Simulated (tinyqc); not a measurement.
## Permittivity and interface capacitance from two thicknesses

Inverse problem. 1/C = t/(eps0 ek) + 2/ci for planar capacitors that differ only in thickness. Find ek, ci and the EOT of the interfaces, 2 x 3.9 eps0/ci.

Constants: eps0 = 8.8541878128e-14 F/cm where lengths are in cm. Results are converted to the units shown.

C at t = 4.1 and 12 nm (uF/cm^2): [1.4793599, 0.51790206]

Solution. 1/C is a straight line in t: the slope gives ek and the intercept 2/ci. A single thickness would give only the effective permittivity; when the interfaces are a small part of 1/C, ci needs very accurate data.

ek = 7.110
ci = 81.00 uF/cm^2
EOT of the interfaces = 0.08526 nm

Program tinyqc, `OMP_NUM_THREADS=1 python tinyqc.py 2102061 2102062 out.jsonl`; Intel Xeon 2.30GHz, shared host, one thread, about 0.01 s.
